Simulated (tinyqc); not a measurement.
Inside a calculation. Model: isotype n-N heterojunction, non-linear Poisson equation by Newton steps, Boltzmann statistics.

Numbers from tinyqc (`OMP_NUM_THREADS=1 python tinyqc.py 2040125 2040126 out.jsonl`; about 0.04 s on one thread of a shared Intel Xeon 2.30GHz). Printed values are rounded.

One dimension, material 1 (n-type) at x < 0 and material 2 (n-type) at x > 0. Band edges: Ec = -psi in material 1 and -psi + dEc in material 2, Ev = Ec - Eg. Equilibrium, Fermi level at 0. n = Nc F((EFn - Ec)/Vt), p = Nv F((Ev - EFp)/Vt), with F(eta) = exp(eta) (Boltzmann statistics); full ionisation, no interface charge, classical densities; the doping types are chosen for the exercise.

Inputs (values chosen for the exercise); band and dielectric values close to those of InAlAs and InP:
```
symbol    value   unit                                          meaning
T           300      K                                      temperature
Eg1        1.43     eV                           band gap of material 1
er1        12.5                     relative permittivity of material 1
Nc1        5e17  cm^-3  conduction-band density of states of material 1
Nv1     9.99e18  cm^-3     valence-band density of states of material 1
Eg2        1.36     eV                           band gap of material 2
er2        12.3                     relative permittivity of material 2
Nc2     5.65e17  cm^-3  conduction-band density of states of material 2
Nv2     1.09e19  cm^-3     valence-band density of states of material 2
dEc       -0.28     eV                 conduction-band offset Ec2 - Ec1
N1       2.3e16  cm^-3                      donor density of material 1
N2       1.5e16  cm^-3                      donor density of material 2
V             0      V                    bias of side 1 against side 2
```

Constants: q = 1.602176634e-19 C, kB = 1.380649e-23 J/K, Vt = kB T/q, eps0 = 8.8541878128e-14 F/cm where lengths are in cm. Results are converted to the units shown.

Range of the model: At the interface a carrier density exceeds a fifth of the band density of states, where Boltzmann statistics overestimate it. The accumulation layer is thin enough for quantum confinement, which this classical model leaves out.

## Offsets and end potentials

dEv = Ev1 - Ev2 = Eg2 - Eg1 - dEc. Neutrality of the majority carriers far from the junction: Nc1 F(psi_L/Vt) = N1 and Nc2 F((V + psi_R - dEc)/Vt) = N2. Total bending psi_R - psi_L.

dEv = 0.21 eV
psi_L = -0.07960125 V
psi_R = -0.3738111 V
psi_R - psi_L = -0.2942099 V

The alignment is staggered (type II): dEc and dEv have opposite signs.

## Permittivity of the intervals

x, node 0 to 11 (nm): [-369, -227, -135, -74.1, -34.5, -8.5, 8.5, 34.3, 73.5, 133, 223, 360]

er1 or er2; the interface lies midway in its interval, which gets the series value 2 er1 er2/(er1 + er2).

eps_r, interval 0 to 10: [12.5, 12.5, 12.5, 12.5, 12.5, 12.39919, 12.3, 12.3, 12.3, 12.3, 12.3]

## Couplings between neighbouring nodes

a_i = eps0 eps_r/h_i for the interval from node i to i + 1, with h_i = x_(i+1) - x_i in cm.

coupling a_i, interval 0 to 10 (F/cm^2): [7.794179e-8, 1.203015e-7, 1.817362e-7, 2.794883e-7, 4.256821e-7, 6.457929e-7, 4.221183e-7, 2.778227e-7, 1.830362e-7, 1.210072e-7, 7.949380e-8]

## Starting potential

material, node 0 to 11: [1, 1, 1, 1, 1, 1, 2, 2, 2, 2, 2, 2]

psi_L + (psi_R - psi_L)(1 + tanh(x/s))/2 on the inner nodes with s = 61 nm, psi_L and psi_R on the ends.

psi at the start, node 0 to 11 (V): [-0.0796013, -0.0797735, -0.0830783, -0.1034176, -0.1513736, -0.2063396, -0.2470728, -0.3016824, -0.3495606, -0.3701014, -0.3736148, -0.3738111]

## Iteration 1: densities, residual and Jacobian diagonal

n_i = Nc F(a_n), a_n = (V - Ec_i)/Vt; p_i = Nv F(a_p), a_p = (Ec_i - Eg)/Vt; rho_i = p_i - n_i + C_i with C = +N1 or +N2; g_i = (n_i + p_i)/Vt. Box widths w_i = (h_(i-1) + h_i)/2 in cm. Residual F_i = a_i (psi_(i+1) - psi_i) - a_(i-1) (psi_i - psi_(i-1)) + q rho_i w_i; Jacobian: a_(i-1) and a_i beside the diagonal, b_i = -a_(i-1) - a_i - q g_i w_i on it. The two end nodes are fixed.

```
node    n (cm^-3)    p (cm^-3)
0          2.3e16  2.059989e-4
1     2.284728e16  2.073759e-4
2     2.010557e16  2.356548e-4
3     9.154436e15  5.175606e-4
4     1.432208e15  0.003308162
5     1.708509e14   0.02773164
6     2.019304e18  4.337892e-5
7     2.442310e17  3.586574e-4
8     3.832490e16  0.002285596
9     1.731455e16  0.005059053
10    1.511436e16  0.005795497
11         1.5e16  0.005839683
```

```
node  residual F (C/cm^2)  diagonal b (F/cm^2)
1           -9.786282e-11         -1.854915e-6
2            2.464641e-10         -1.254637e-6
3             1.440220e-9         -7.463157e-7
4             1.339261e-9         -7.342840e-7
5             4.956784e-9         -1.073752e-6
6            -6.839539e-7         -2.784922e-5
7            -1.096122e-7         -5.619207e-6
8            -8.900424e-9         -1.633012e-6
9            5.625909e-10         -1.106162e-6
10           2.015670e-10         -1.263669e-6
```

## Iteration 1: Newton step

Solve the tridiagonal system a_(i-1) d_(i-1) + b_i d_i + a_i d_(i+1) = -F_i for nodes 1 to 10, with d = 0 on fixed nodes. The full step is added.

Newton step d, node 1 to 10 (V): [-0.00004154, 0.00017290, -0.00013499, -0.00562597, -0.01276208, -0.02518642, -0.02185771, -0.00928335, -0.00102076, 0.00006176]
psi after iteration 1, node 0 to 11 (V): [-0.0796013, -0.0798150, -0.0829054, -0.1035525, -0.1569995, -0.2191017, -0.2722592, -0.3235401, -0.3588440, -0.3711222, -0.3735530, -0.3738111]

## Iteration 2: densities, residual and Jacobian diagonal

As before.

```
node    n (cm^-3)    p (cm^-3)
0          2.3e16  2.059989e-4
1     2.281059e16  2.077095e-4
2     2.024050e16  2.340840e-4
3     9.106757e15  5.202703e-4
4     1.152110e15  0.004112433
5     1.042855e14   0.04543274
6     7.622344e17  1.149190e-4
7     1.048594e17  8.353590e-4
8     2.676255e16  0.003273052
9     1.664422e16  0.005262804
10    1.515051e16  0.005781668
11         1.5e16  0.005839683
```

```
node  residual F (C/cm^2)  diagonal b (F/cm^2)
1           -5.527306e-14         -1.852255e-6
2           -5.520379e-13         -1.261029e-6
3           -1.003087e-13         -7.448309e-7
4           -1.659694e-11         -7.285902e-7
5           -6.123501e-12         -1.072865e-6
6            -2.435190e-7         -1.117715e-5
7            -3.495208e-8         -2.812005e-6
8            -1.739465e-9         -1.279382e-6
9           -1.595377e-11         -1.075108e-6
10          -7.850171e-14         -1.266212e-6
```

## Iteration 2: Newton step

As before.

Newton step d, node 1 to 10 (V): [-0.00004921, -0.00075722, -0.00521856, -0.01341464, -0.01949495, -0.02353532, -0.01646260, -0.00506130, -0.00088606, -0.00008474]
psi after iteration 2, node 0 to 11 (V): [-0.0796013, -0.0798642, -0.0836626, -0.1087711, -0.1704142, -0.2385966, -0.2957945, -0.3400027, -0.3639053, -0.3720082, -0.3736377, -0.3738111]

## Course of the Newton iteration

Stop when the largest undamped |d| is below 1e-9 V, or after 80 iterations.

Course of the iteration:
```
iteration  largest |F| (C/cm^2)  largest |d| (V)  at node
1                       6.84e-7           0.0252        6
2                       2.44e-7           0.0235        6
3                       8.17e-8           0.0187        6
4                       2.19e-8          9.52e-3        6
5                       3.07e-9          1.82e-3        6
6                      8.50e-11          5.35e-5        6
7                      7.04e-14          4.45e-8        6
8                       < 1e-19         3.09e-14        6
```

Converged in 8 iterations. Once the step is below 0.1 Vt, 3 more iteration(s) reach the threshold: near the solution the error is roughly squared each time.

## Band edges, densities and displacement

converged psi, node 0 to 11 (V): [-0.0796013, -0.0799481, -0.0849488, -0.1172250, -0.1890082, -0.2641201, -0.3258896, -0.3548011, -0.3681917, -0.3727839, -0.3737123, -0.3738111]

Ec, Ev, n and p as defined; D = a_k (psi_(k+1) - psi_k) on the interval that holds the interface.

```
node    Ec (eV)    Ev (eV)    n (cm^-3)    p (cm^-3)
0     0.0796013  -1.350399       2.3e16  2.059989e-4
1     0.0799481  -1.350052  2.269350e16  2.087812e-4
2     0.0849488  -1.345051  1.870224e16  2.533374e-4
3     0.1172250  -1.312775  5.366313e15  8.829108e-4
4     0.1890082  -1.240992  3.340201e14   0.01418470
5     0.2641201  -1.165880  1.827877e13    0.2592065
6     0.0458896  -1.314110  9.574952e16  9.148374e-4
7     0.0748011  -1.285199  3.129290e16  0.002799205
8     0.0881917  -1.271808  1.864205e16  0.004698799
9     0.0927839  -1.267216  1.560803e16  0.005612190
10    0.0937123  -1.266288  1.505746e16  0.005817399
11    0.0938111  -1.266189       1.5e16  0.005839683
```

D = -39.89029 nC/cm^2

## Check against the first integral

Exact first integral: on each side D^2/(2 eps0 er) = G, G = q [Vt (nI_j - nI_b) + Vt (pI_j - pI_b) - C (psi_j - psi_b)], with C = +N1 or +N2, b the neutral end of that side, and nI, pI the densities themselves. D is continuous, so er1 G1(psi_j) = er2 G2(psi_j) fixes psi_j. Ends from Nc1 F(psi_L/Vt) = N1 and Nc2 F((V + psi_R - dEc)/Vt) = N2. D is counted positive when psi rises towards material 2.

psi_j = -0.3027212 V
D = -40.11408 nC/cm^2
psi_j - psi_L = -0.2231199 V
psi_R - psi_j = -0.07108991 V
Ec1 - EFn at the interface = 0.3027212 eV
Ec2 - EFn at the interface = 0.02272120 eV

Material 1 takes 75.8 % of the bending. The 12-node mesh gave D = -39.89 nC/cm^2, 0.56 % below the exact value in size.
